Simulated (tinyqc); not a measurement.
Free-carrier optics of a doped semiconductor (Drude model with one polar phonon), step by step. Values are carried at full precision from step to step, so a last printed digit may differ when a step is redone from the rounded ones.

eps(E) = ei [1 - Ep^2/(E^2 + i E Gam)] + (es - ei) wT^2/(wT^2 - E^2 - i E gT), with Ep^2 = 8 pi c (e^2/(4 pi eps0)) N/(m ei), c = hbar^2/2m0, N in 1/angstrom^3 (1e-24 per 1/cm^3); Gam = hbar/tau, tau = mu m m0/e with m0/e = 5.685630e-12 kg/C and mu in m^2/(V s). Energies in meV.

Constants: hbar^2/2m0 = 3.80998211 eV angstrom^2; e^2/(4 pi eps0) = 14.39964547 eV angstrom; hbar = 6.58211957e-16 eV s; hbar c = 1973.269805 eV angstrom.

Inputs chosen for the exercise (mass and dielectric values near those of GaAs; N and mu are free inputs; interband absorption and the rise of the mass with filling are left out; not measured data):
```
symbol  value    unit        meaning
N       5.2e+17  1/cm^3      carrier density
m       0.0674   m0          conductivity mass
mu      3900     cm^2/(V s)  mobility
ei      11.21                high-frequency dielectric constant
wT      33.3     meV         TO phonon
es      13.02                static dielectric constant
gT      0.4      meV         phonon damping
E       56.2     meV         photon energy
```

## Plasma energy and damping

Evaluate Ep, tau, Gam, the plasma wavelength hc/Ep (hc = 1239.841984 eV nm) and the dc resistivity 1/(e N mu), e = 1.602176634e-19 C.

Ep = 30.805 meV
tau = 149.45 fs
Gam = 4.404 meV
plasma wavelength = 40.25 micrometre
rho = 0.00308 ohm cm

Ep/Gam = 6.99: the plasma edge is sharp.

## Dielectric function at one energy

Insert the numbers.

free-carrier term = -3.3475+0.2623i
eps = 6.8833+0.2731i

## Optical constants

n + i k = sqrt(eps1 + i eps2) with k >= 0; R = ((n - 1)^2 + k^2)/((n + 1)^2 + k^2) at normal incidence from vacuum; alpha = 2 E k/(hbar c), times 1e8 for 1/cm; loss function Im(-1/eps) = eps2/(eps1^2 + eps2^2).

Convert eps at the photon energy E (in meV) into the optical constants.

n = 2.6241
k = 0.0520
R = 0.2010
alpha = 296 1/cm

Light of this energy penetrates 1/alpha = 33.7 micrometre.

## Coupled plasmon-phonon modes

Without damping eps = 0 gives E^4 - (wL^2 + Ep^2) E^2 + Ep^2 wT^2 = 0 with wL = wT sqrt(es/ei) (Lyddane-Sachs-Teller).

wL = 35.89 meV

L-, L+ (meV): 25.94  39.55

L+ lies 3.66 meV above the larger of wL and Ep; L- lies below wT by 7.36 meV.

## Checks

- Integral of E eps2 of the free-carrier term against (pi/2) ei Ep^2 (meV^2): both 16710.

(tinyqc, `OMP_NUM_THREADS=1 python tinyqc.py 1680972 1680973 out.jsonl`, Intel(R) Xeon(R) Processor @ 2.30GHz, 1 thread, shared host, about 0.01 s.)
